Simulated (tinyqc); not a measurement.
# Random telegraph noise from one oxide trap in a small MOSFET: effects of single changes

An acceptor-like trap exchanges electrons with the channel. Inversion charge Q = Cox u, u = n Vt W0(exp((Vg - VT)/(n Vt))), W0 the Lambert function, n = nf, Cox = eps0 eox/tox; linear regime Id = (W/L) mu Q Vd. Relative to threshold the surface potential rises by Vt ln(u/u0) and the oxide voltage by the rest of Vg - VT, with u0 = n Vt W0(1).

Inputs (values chosen for the exercise); values of the order met in silicon transistors:
- T = 300 K (temperature)
- eox = 3.9 (relative permittivity of the gate insulator (close to silicon dioxide))
- tox = 1.2 nm (insulator thickness)
- xt = 0.4 nm (depth of the trap from the channel interface)
- E0 = 0.14 eV (trap level above the channel Fermi level at threshold)
- s0 = 4e-15 cm^2 (capture prefactor)
- EB = 0.21 eV (capture barrier (lattice relaxation))
- lt = 0.19 nm (tunnelling decay length)
- vth = 1.6e7 cm/s (thermal velocity)
- zi = 1.8 nm (thickness of the inversion layer)
- VT = 0.21 V (threshold voltage)
- nf = 1.17 (body factor)
- W = 180 nm (gate width)
- L = 110 nm (gate length)
- mu = 330 cm^2/(V s) (mobility)
- asc = 2.3e-16 V s (scattering coefficient of the charged trap)
- Vd = 0.1 V (drain voltage)
- Vg = 0.58 V (gate voltage)

Constants: q = 1.602176634e-19 C, kB = 1.380649e-23 J/K, Vt = kB T/q, eps0 = 8.8541878128e-14 F/cm where lengths are in cm. Results are converted to the units shown.

Each table varies one quantity; the others keep the values above.

## Time constants and noise against gate voltage

N = Cox u/q; dpsi = Vt ln(u/u0); E = E0 - dpsi - (xt/tox)(Vg - VT - dpsi); capture time tc = 1/[(N/zi) vth s0 exp(-xt/lt - EB/Vt)]; emission time te = tc exp(-E/Vt); occupancy te/(tc + te). A = W L; threshold step dV = q (1 - xt/tox)/(Cox A); gm/Id = 1/(u + n Vt); relative step dI/I = (gm/Id) dV + asc mu/A. fc = (1/tc + 1/te)/(2 pi); rms = (dI/I) sqrt(tc te)/(tc + te).

Time constants and noise against gate voltage:
```
Vg (V)     E (eV)    tc (s)    te (s)  occupancy  dI/I (%)  fc (Hz)  rms dI/I (%)
0.26       0.1084  1.060e-7  1.603e-9    0.01489    0.3019  1.008e8       0.03657
0.32      0.07671  5.389e-8  2.773e-9    0.04894    0.2077  6.035e7       0.04481
0.38      0.04887  3.421e-8  5.166e-9     0.1312    0.1578  3.546e7       0.05327
0.44      0.02315  2.454e-8  1.002e-8     0.2900    0.1290  2.236e7       0.05851
0.5     -0.001315  1.894e-8  1.993e-8     0.5127    0.1107  1.639e7       0.05533
0.56     -0.02494  1.535e-8  4.028e-8     0.7241   0.09829  1.432e7       0.04393
0.62     -0.04799  1.286e-8  8.231e-8     0.8649   0.08937  1.431e7       0.03055
0.68     -0.07062  1.104e-8  1.696e-7     0.9389   0.08268  1.535e7       0.01981
0.74     -0.09291  9.665e-9  3.516e-7     0.9732   0.07750  1.692e7       0.01250
```

tc falls from 1.06e-7 to 9.67e-9 s as the channel fills and te rises from 1.60e-9 to 3.52e-7 s; they are equal at Vg = 0.497 V, where E = 0. The rms noise goes from 0.0366 through a maximum of 0.0585 (at Vg = 0.44 V among the rows listed) to 0.0125 %. The slope -Vt d ln(tc/te)/dVg is 0.528 between the first two rows and 0.372 between the last two; it tends to xt/tox = 0.333 only when the surface potential stops moving.

## Effect of the gate length

Same model as above.

The same in every row: E (eV) = -0.03268; tc (s) = 1.442e-8; te (s) = 5.106e-8; occupancy = 0.7797; fc (Hz) = 1.415e7.

Effect of the gate length:
```
L (nm)  dI/I (%)  rms dI/I (%)
15        0.6967        0.2887
25        0.4180        0.1732
41        0.2549        0.1056
67        0.1560       0.06464
110      0.09500       0.03937
180      0.05806       0.02406
300      0.03484       0.01444
500      0.02090      0.008662
```

What does the table show?

As L goes from 15 to 500, tc stays at 1.44e-8 s, te stays at 5.11e-8 s and dI/I falls from 0.697 to 0.0209 %. The step goes as 1/(W L), while the times do not depend on the size.

Range of the model: VT is taken as given; short-channel effects and the uneven flow of current among few electrons are left out.

Program tinyqc, `OMP_NUM_THREADS=1 python tinyqc.py 2710021 2710022 out.jsonl`; Intel Xeon 2.30GHz, shared host, one thread, about 0.01 s.
